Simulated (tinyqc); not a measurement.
Longitudinal sound in a periodic multilayer: transfer matrices, stop bands and folded phonons: one step, computed by the program tinyqc.

Layers 1 and 2 repeat with period d = d_1 + d_2; waves travel normal to the layers, without loss. State vector (u, s): displacement u and stress divided by omega. Impedances Z = rho v are in 1e6 kg/(m^2 s).

Question. Impedances, mean velocity and Bragg frequency. Z = rho v; interface reflection r = (Z_2 - Z_1)/(Z_2 + Z_1) (stress amplitude, from 1 into 2); Bragg frequency f_B = 1/[2 (d_1/v_1 + d_2/v_2)]; long-wave velocity v_eff = d/sqrt[(d_1/v_1)^2 + (d_2/v_2)^2 + (Z_1/Z_2 + Z_2/Z_1)(d_1/v_1)(d_2/v_2)].

Inputs (values chosen for the exercise, modelled on silica (layer 1), tungsten (layer 2) and silicon (substrate)):
```
quantity            value    unit
density rho_1        2.23  g/cm^3
velocity v_1         6010     m/s
thickness d_1        21.8      nm
density rho_2        19.2  g/cm^3
velocity v_2         5290     m/s
thickness d_2        8.77      nm
substrate density    2.37  g/cm^3
substrate velocity   8500     m/s
```

Give: Z_1; Z_2; Z of the substrate; interface reflection r; Bragg frequency f_B; long-wave velocity v_eff.

Answer.

Z_1 = 13.4023

Z_2 = 101.568

Z of the substrate = 20.145

interface reflection r = 0.76686

Bragg frequency f_B = 94.605 GHz

long-wave velocity v_eff = 3873.9 m/s
